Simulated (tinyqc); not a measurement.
Velocity overshoot from momentum and energy balance equations after a field step. From steady velocity back to field after the step F. Computed by tinyqc, a small Python program. Command: `OMP_NUM_THREADS=1 python tinyqc.py 3026342 3026343 out.jsonl overshoot inv`. One thread of a shared host (Intel(R) Xeon(R) Processor @ 2.30GHz), about 0.09 s of CPU time with the checks.

At t = 0 the field jumps from 0 to F in a uniform sample. v is the drift velocity and u = w - (3/2) k_B T the excess energy per carrier.

Inputs (values chosen for the exercise, modelled on holes in silicon except for tau_E): effective mass m = 0.39 m_0; low-field mobility mu_0 = 500 cm^2/(V s); saturation velocity v_s = 0.84 1e7 cm/s; energy relaxation time tau_E = 0.56 ps; lattice temperature T = 300 K.

Scheme: explicit Euler.

Constants: m_0 = 9.1093837015e-31 kg; e = 1.602176634e-19 C; k_B = 8.617333262e-05 eV/K.

Method. dv/dt = e F/m - v/tau_m(u), du/dt = e F v - u/tau_E, tau_m(u) = tau_0/(1 + c u), tau_0 = m mu_0/e, c = mu_0/(e tau_E v_s^2); this choice gives the steady state v (1 + mu_0 F v/v_s^2) = mu_0 F, which saturates at v_s. Steady velocity v = 2 mu_0 F/(1 + sqrt(1 + 4 (mu_0 F/v_s)^2)); u = e F v tau_E; carrier temperature T + 2u/(3 k_B), neglecting the drift energy m v^2/2.

Problem. A run gave the result below. Find the field after the step F, known to lie between 15 and 45 kV/cm.

steady velocity = 0.5872224 1e7 cm/s

Solution.

Each step takes the trial c = (a f_b - b f_a)/(f_b - f_a), f being the result less the target and a, b, c the logarithms of the listed values; c replaces end b, the old b replaces a if the sign of f changed, and otherwise f_a is halved.

Scan of the range:
```
field after the step F (kV/cm)  steady velocity (1e7 cm/s)
15.0                                              0.492344
18.0                                              0.534965
21.6                                              0.574616
26.0                                              0.611367
31.2                                              0.643757
37.5                                              0.672656
45.0                                              0.697709
```

False position (Illinois rule, in the logarithm of the input) inside the bracket:
```
step    end a    end b    trial  steady velocity (1e7 cm/s)
1     21.6000  26.0000  23.0183                    0.587646
2     21.6000  23.0183  22.9263                    0.586838
3     23.0183  22.9263  22.9700                    0.587223
4     22.9263  22.9700  22.9700                    0.587222
```

Steady velocity rises at every point of a 13-point scan of the range (every second point is shown), so one value fits; it is bracketed by 21.6 and 26.0. Answer: field after the step F = 22.97 kV/cm.
